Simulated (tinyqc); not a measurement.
# Carrier lifetime of a p-type layer with SRH, radiative, Auger and surface recombination: lifetime against injection

Uniform excess density dn = dp (no trapping), n = n0 + dn, p = p0 + dn, Boltzmann statistics, full ionisation. Surfaces enter as a rate 2 S dn/d, which holds while diffusion to them is fast.

ni = sqrt(Nc Nv) exp(-Eg/(2 Vt)), Eg in volts; majority density N/2 + sqrt(N^2/4 + ni^2), n0 p0 = ni^2; n1 = Nc exp(-Et/Vt), p1 = Nv exp((Et - Eg)/Vt); tn0 = 1/(sn vth Nt), tp0 = 1/(sp vth Nt). With e = n p - ni^2 = dn (n0 + p0 + dn): U_SRH = e/(tp0 (n + n1) + tn0 (p + p1)), U_rad = B e, U_Aug = (Cn n + Cp p) e, U_s = 2 S dn/d. Each tau is dn over its rate; tau = dn/U with U the sum.

Inputs (values chosen for the exercise); band and dielectric values close to those of In0.53Ga0.47As: temperature T = 250 K; band gap Eg = 0.729 eV; conduction-band density of states at T Nc = 1.57e17 cm^-3; valence-band density of states at T Nv = 5.79e18 cm^-3; radiative coefficient B = 1.02e-10 cm^3/s; acceptor density N = 2.7e15 cm^-3; Auger coefficient (two electrons) Cn = 2e-29 cm^6/s; Auger coefficient (two holes) Cp = 3.4e-30 cm^6/s; trap density Nt = 4.5e10 cm^-3; capture cross-section for electrons sn = 1e-15 cm^2; capture cross-section for holes sp = 6e-14 cm^2; thermal velocity (both carriers) vth = 1.4e7 cm/s; trap level below the conduction band Et = 0.56 eV; surface recombination velocity (both faces) S = 3 cm/s; sample thickness d = 40 um.

Constants: q = 1.602176634e-19 C, kB = 1.380649e-23 J/K, Vt = kB T/q. Results are converted to the units shown.

The same in every row: tau_s (s) = 6.667e-4.

Result of one run:
```
dn (cm^-3)  tau_SRH (s)  tau_rad (s)  tau_Aug (s)   tau (s)  radiative share (%)  largest path
1e18           0.001617     9.778e-9     4.260e-8  7.952e-9                81.33     radiative
```

What becomes of these results when the excess density dn is changed from 1e18 to 1e14 cm^-3, all else the same?

Result of the changed run:
```
dn (cm^-3)  tau_SRH (s)  tau_rad (s)  tau_Aug (s)   tau (s)  radiative share (%)  largest path
1e14           0.002874     3.501e-6      0.03100  3.479e-6                99.35     radiative
```

The whole series:
```
dn (cm^-3)  tau_SRH (s)  tau_rad (s)  tau_Aug (s)    tau (s)  radiative share (%)  largest path
1e11           0.002921     3.631e-6      0.04033   3.606e-6                99.33     radiative
1e12           0.002921     3.630e-6      0.04023   3.605e-6                99.33     radiative
1e13           0.002916     3.618e-6      0.03920   3.593e-6                99.33     radiative
1e14           0.002874     3.501e-6      0.03100   3.479e-6                99.35     radiative
1e15           0.002568     2.650e-6     0.008296   2.636e-6                99.47     radiative
1e16           0.001892     7.720e-7     3.238e-4   7.689e-7                99.61     radiative
1e17           0.001648     9.546e-8     4.145e-6   9.329e-8                97.73     radiative
1e18           0.001617     9.778e-9     4.260e-8   7.952e-9                81.33     radiative
1e19           0.001614    9.801e-10    4.272e-10  2.975e-10                30.36         Auger
```

Radiative recombination leads at dn = 1e11, Auger from 1e19 on. The total lifetime falls from 3.61e-6 to 2.98e-10 s. tau_SRH goes from 0.00292 s (low-injection limit 0.00292 s) to 0.00161 s (high-injection limit tn0 + tp0 = 0.00161 s). Between the last two rows tau_rad goes as dn^(-1.00) and tau_Aug as dn^(-2.00); the radiative share goes from 99.3 through a maximum of 99.6 (at dn = 1e16 among the rows listed) to 30.4 %. For dn = 1e17, 1e18, 1e19 the carriers are degenerate, where B and the Auger coefficients no longer stay constant.

tinyqc, about 0.01 s, one thread, Intel Xeon 2.30GHz (shared host): `OMP_NUM_THREADS=1 python tinyqc.py 2300068 2300069 out.jsonl`
